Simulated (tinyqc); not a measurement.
Pariser-Parr-Pople SCF with singles CI, for the molecule C=C1C=CC=NC=C1 (SMILES; centres numbered as the heavy atoms are written), step by step. One step of it, computed by the program tinyqc.

Problem. Iteration 3: orbitals and new P. Diagonalise F (the basis is taken as orthonormal) and form P = 2 sum c c over the lowest orbitals; 0.3 of the old P is kept.

F (eV), lower triangle:
```
           1C         2C         3C         4C         5C         6N         7C         8C
1C  -5.488538
2C  -4.417504  -5.590954
3C  -0.101065  -3.519997  -5.797192
4C   0.478836   0.088374  -4.426340  -6.098520
5C  -0.049784   0.179845  -0.365784  -3.661247  -5.550587
6N  -0.308488   0.025846   0.470310   0.142812  -4.484052  -7.829290
7C   0.402579  -0.086503   0.164684   0.104168  -0.074135  -3.641593  -5.157290
8C   0.419416  -3.277752  -0.307958   0.023173   0.467773   0.136069  -4.551401  -5.445209
```

pi electrons, sum of z_r less the charge = 8

P after iteration 2, lower triangle:
```
           1C         2C         3C         4C         5C         6N        7C        8C
1C   1.034184
2C   0.781027   1.040558
3C   0.051444   0.445217   0.854663
4C  -0.333566  -0.046852   0.784392   1.043538
5C   0.040211  -0.110898   0.193868   0.498009   0.771818
6N   0.246397  -0.015705  -0.285743  -0.074418   0.742776   1.289120
7C  -0.280443   0.045861  -0.101543  -0.064235   0.039296   0.435074  0.886916
8C  -0.213493   0.354585   0.163212  -0.014288  -0.288399  -0.070896  0.831186  1.079204
```

Give: orbital energies; P after iteration 3.

Solution.

orbital energies (eV): -13.8394  -12.0848  -11.1550  -8.0562  -2.9457  -1.7190  0.9951  1.8476

P after iteration 3, lower triangle:
```
         1C       2C       3C       4C       5C       6N      7C      8C
1C   1.0796
2C   0.8124   1.0156
3C   0.0269   0.4291   0.8617
4C  -0.3368  -0.0315   0.7948   1.0377
5C   0.0615  -0.0959   0.1725   0.4880   0.7988
6N   0.2369  -0.0228  -0.2977  -0.0617   0.7612   1.2585
7C  -0.2967   0.0497  -0.0821  -0.0780   0.0171   0.4414  0.9048
8C  -0.2076   0.3564   0.1900  -0.0258  -0.3067  -0.0474  0.8299  1.0433
```
